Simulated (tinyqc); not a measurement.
Convergence with the basis: effective-mass impurity with a central-cell term, in a basis of Slater functions. Computed by tinyqc, a small Python program. Command: `OMP_NUM_THREADS=1 python tinyqc.py 3028117 3028118 out.jsonl centralcell walk`. One thread of a shared host (Intel(R) Xeon(R) Processor @ 2.30GHz), about 0.01 s of CPU time with the checks.

The envelope obeys H = -nabla^2 - (2/r) [Z + A exp(-kappa r)] in effective units, with kappa = a*/lambda; positive A deepens the well near the core.

Inputs (values chosen for the exercise, for a model semiconductor): effective mass m = 0.731 m_0; dielectric constant eps = 5.71; charge Z of the core = 2; central-cell strength A = -0.23; central-cell range lambda = 1.2 angstrom; smallest exponent zeta_1 = 0.3 1/a*; ratio beta of exponents = 2.4.

Impurity: acceptor, one isotropic band.

Constants: Ry = 13.605693123 eV; a_0 = 0.529177210903 angstrom.

Method:
- Units: Ry* = Ry m/eps^2 and a* = a_0 eps/m, with m in m_0.
- kappa = a*/lambda; the hydrogenic ground state is bound by Z^2 Ry*.
- For s functions exp(-zeta r), with s = zeta_i + zeta_j: S = 2/s^3, T = zeta_i zeta_j S, V = -2 Z/s^2, W = -2 A/(s + kappa)^2; each function is normalised by dividing by sqrt(S_ii S_jj).
- Large basis: zeta_i = 0.06 x 1.6^(i-1), i = 1..22, same formulas; for p functions r exp(-zeta r): S = 24/s^5, T = zeta_i zeta_j S (centrifugal term included), V = -12 Z/s^4, W = -12 A/(s + kappa)^4; overlap eigenvalues below 1e-11 are dropped.
- Binding energies are -E Ry*; the effective quantum number is nu = Z/sqrt(-E); |psi(0)|^2 is given relative to the hydrogenic Z^3/(pi a*^3).
- zeta_i = zeta_1 beta^(i-1), i = 1..n.
- The error is the lowest level above the large-basis value.

kappa = 3.44460 1/a*

Ry* = 305.046 meV

1s binding energy = 1144.17 meV

Error of the 1s level:
```
n  error (meV)  largest exponent (1/a*)
1   8.0650e+02               3.0000e-01
2   3.6678e+02               7.2000e-01
3   2.2427e+00               1.7280e+00
4   1.2903e+00               4.1472e+00
5   8.8888e-01               9.9533e+00
6   7.8121e-01               2.3888e+01
7   7.4689e-01               5.7331e+01
8   7.3531e-01               1.3759e+02
```

What follows from these numbers?

The error falls from 806 to 0.735 meV. The last function changes it by less than 5 %: it has levelled off, and what remains is set by beta and zeta_1, not by the range of exponents. Caution: the effective Bohr radius is only a few bond lengths, so the envelope approximation is rough.

Extremes, crossings and ranges named in words are read from the listed rows.
